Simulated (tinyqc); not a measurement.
# Bandgap voltage reference from two bipolar transistors: output against temperature

Two transistors of area 1 and N carry the same current I. Is(T) = Is (T/T0)^eta exp[(Vg0 q/kB)(1/T0 - 1/T)], VBE1 = Vt ln(I/Is(T)) + I rb, VBE2 = Vt ln(I/(N Is(T))) + I rb/N. The amplifier forces I R1(T) = VBE1 - VBE2 + Vos, with R(T) = R (1 + tc (T - T0)) for both resistors, and the output is Vref = VBE1 + I R2(T). Base currents and the Early effect are neglected.

Vt = kB T/q; I = (Vt ln N + Vos)/(R1(T) - rb (1 - 1/N)).

Values chosen for this exercise; values of the order met in silicon bipolar transistors: reference temperature T0 = 323 K; band-gap voltage extrapolated to 0 K Vg0 = 1.2 V; temperature exponent of the saturation current eta = 3.3; saturation current of the unit transistor at T0 Is = 6.3e-18 A; area ratio of the second transistor N = 8; resistor across which the difference of VBE falls, at T0 R1 = 21 kohm; temperature coefficient of both resistors tc = 1900 ppm/K; offset of the amplifier Vos = 1.4 mV; series resistance of the unit transistor rb = 60 ohm; output resistor at T0 R2 = 205.5 kohm.

Constants: q = 1.602176634e-19 C, kB = 1.380649e-23 J/K. Results are converted to the units shown.

Result of one run:
```
T (K)  I (uA)  VBE1 (V)  I R2 (V)  Vref (V)  Vref - Vref(T0) (mV)  dVref/dT (uV/K)
253    2.5743   0.86069   0.45866    1.3194               -9.1677           165.47
```

What becomes of these results when the temperature T is changed from 253 to 298 K, all else the same?

Result of the changed run:
```
T (K)  I (uA)  VBE1 (V)  I R2 (V)  Vref (V)  Vref - Vref(T0) (mV)  dVref/dT (uV/K)
298    2.7468   0.78811   0.53766    1.3258               -2.7470           121.03
```

The whole series:
```
T (K)  I (uA)  VBE1 (V)  I R2 (V)  Vref (V)  Vref - Vref(T0) (mV)  dVref/dT (uV/K)
218    2.4146   0.91567   0.39721    1.3129               -15.644           205.50
233    2.4862   0.89227   0.42355    1.3158               -12.696           187.66
253    2.5743   0.86069   0.45866    1.3194               -9.1677           165.47
273    2.6550   0.82867   0.49378    1.3225               -6.0667           144.87
298    2.7468   0.78811   0.53766    1.3258               -2.7470           121.03
323    2.8299   0.74698   0.58154    1.3285                     0           99.012
348    2.9054   0.70532   0.62542    1.3307                2.2166           78.555
373    2.9743   0.66316   0.66929    1.3325                3.9391           59.455
398    3.0375   0.62055   0.71316    1.3337                5.1992           41.543
423    3.0957   0.57751   0.75703    1.3345                6.0249           24.679
```

VBE1 falls by 1.65 mV/K on average and I R2 rises by 1.76 mV/K. The slope of Vref vanishes at T = 462 K. Between 233 and 398 K Vref spans 17.9 mV, or 81.7 ppm/K by the box method (span over the average over T, over 165 K).

Numbers from tinyqc (`OMP_NUM_THREADS=1 python tinyqc.py 2062045 2062046 out.jsonl`; about 0.03 s on one thread of a shared Intel Xeon 2.30GHz).
